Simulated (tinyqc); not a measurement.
# Current of a Schottky diode by thermionic-emission-diffusion theory, and its read-back from I-V-T and C-V data, step by step

A worked calculation. Computed by tinyqc, a small Python program that keeps every step. Command: `OMP_NUM_THREADS=1 python tinyqc.py 3011269 3011270 out.jsonl schottky walk`. One thread of a shared host (Intel(R) Xeon(R) Processor @ 2.30GHz), about 0.01 s of CPU time with the checks. Intermediate numbers are printed to about 5 digits and carried at full precision; extremes and crossings named in words are read from the listed rows.

Full ionisation, no tunnelling, no recombination current. V is the voltage across the junction itself, forward positive.

Inputs (values chosen for the exercise, modelled on n-type Ga2O3):

| quantity | value | unit |
|---|---|---|
| Richardson constant A* | 32 | A/(cm^2 K^2) |
| effective density of states at 300 K, N_c | 3.7e+18 | 1/cm^3 |
| permittivity eps | 10.2 | - |
| mobility mu | 120 | cm^2/(V s) |
| barrier without image force phi_0 (mean) | 1.27 | eV |
| doping N | 4.4e+15 | 1/cm^3 |
| series resistance R_s | 0.065 | milliohm cm^2 |
| junction voltage V | 0.59 | V |
| temperature T | 423 | K |
| standard deviation sigma | 74 | meV |
| relative change of sigma^2 with bias, rho | 0.77 | 1/V |

Barrier: Gaussian spread of heights.

Constants: k_B = 8.617333262e-05 eV/K; e = 1.602176634e-19 C; eps_0 = 8.8541878128e-12 F/m.

## Barrier at the given bias

N_c(T) = N_c (T/300 K)^(3/2); V_bi = phi_0 - (k_B T/e) ln(N_c(T)/N); surface field F = sqrt(2 e N (V_bi - V - k_B T/e)/(eps eps_0)); image lowering d_phi = sqrt(e F/(4 pi eps eps_0)); effective barrier phi = phi_0 - d_phi - sigma^2 (1 - rho V)/(2 k_B T).

built-in voltage V_bi = 1.0057 V

surface field F = 24.333 kV/cm

image lowering = 18.534 meV

effective barrier phi = 1.2105 eV

## Current

Collection velocity v_R = A* T^2/(e N_c(T)); diffusion velocity v_D = mu F; J = e N_c(T) v_R/(1 + v_R/v_D) exp(-phi/k_B T) [exp(e V/k_B T) - 1]. Terminal voltage V + J R_s.

v_R = 5.7689e+06 cm/s

v_D = 2.9200e+06 cm/s

current density J = 0.077924 A/cm^2

terminal voltage = 0.59001 V

v_D/v_R = 0.506: both steps matter.

## Read-back from the I-V curve

Ideality n = (e/k_B T)/(d ln J/dV) by a central difference of +/- 1 mV; J_0 = J exp(-e V/(n k_B T)); apparent barrier phi_IV = k_B T ln(A* T^2/J_0); a C-V plot gives phi_CV = phi_0, the mean without lowering.

ideality factor n = 1.1135

extrapolated J_0 = 3.7924e-08 A/cm^2

apparent barrier phi_IV = 1.1901 eV

phi_CV - phi_IV = 79.931 meV

n exceeds 1 because forward bias lowers the field, which weakens the image lowering and v_D, and narrows the spread of barriers.

## Temperature series and Richardson plot

A least-squares line of ln(J_0/T^2) against 1/(k_B T) gives a barrier (minus the slope) and a Richardson constant (exp of the intercept).

At the same junction voltage:

| T (K) | 1/k_B T (1/eV) | n | J_0 (A/cm^2) | phi_IV (eV) | ln(J_0/T^2) |
|---|---|---|---|---|---|
| 200 | 58.023 | 1.1623 | 3.5742e-22 | 1.0935 | -59.980 |
| 250 | 46.418 | 1.1354 | 3.6141e-17 | 1.1282 | -48.902 |
| 300 | 38.682 | 1.1209 | 1.2596e-13 | 1.1524 | -41.110 |
| 350 | 33.156 | 1.1139 | 5.4820e-11 | 1.1705 | -35.343 |
| 400 | 29.011 | 1.1125 | 6.0790e-09 | 1.1846 | -30.901 |
| 450 | 25.788 | 1.1161 | 2.6292e-07 | 1.1957 | -27.370 |

barrier from the Richardson plot = 1.0116 eV

Richardson constant from the plot = 0.19395 A/(cm^2 K^2)

From 200 to 450 K n goes from 1.162 to 1.116 and phi_IV from 1.093 to 1.196 eV. The plot returns 1.012 eV against phi_0 = 1.27 and a constant 0.00606 times the true A*: a spread of barriers lets cold carriers pick the low patches, which bends the plot and lowers both numbers.

## Forward curve with series resistance

Terminal voltage V + J R_s; apparent ideality from neighbouring rows, (e/k_B T) dV_terminal/d ln J.

Forward curve; the last column belongs to the interval up to the next row:

| V (V) | J (A/cm^2) | terminal voltage (V) | apparent n |
|---|---|---|---|
| 0.233 | 1.0315e-05 | 0.23300 | 1.0878 |
| 0.324 | 1.0237e-04 | 0.32400 | 1.0930 |
| 0.414 | 9.8008e-04 | 0.41400 | 1.0992 |
| 0.505 | 9.4979e-03 | 0.50500 | 1.1084 |
| 0.596 | 9.0332e-02 | 0.59601 | 1.1236 |
| 0.686 | 8.1409e-01 | 0.68605 | 1.1557 |
| 0.777 | 7.1285e+00 | 0.77746 | 1.2635 |
| 0.868 | 5.5012e+01 | 0.87158 | - |

The resistance takes over where J R_s exceeds k_B T/e, at J = 561 A/cm^2, which these rows hardly reach.

Checks made by the program: v_D = mu F against the drift-diffusion integral over the parabolic barrier, a ratio 2 y Dawson(y) with y^2 = (V_bi - V)/(k_B T/e) - 1 (relative difference 6e-02).
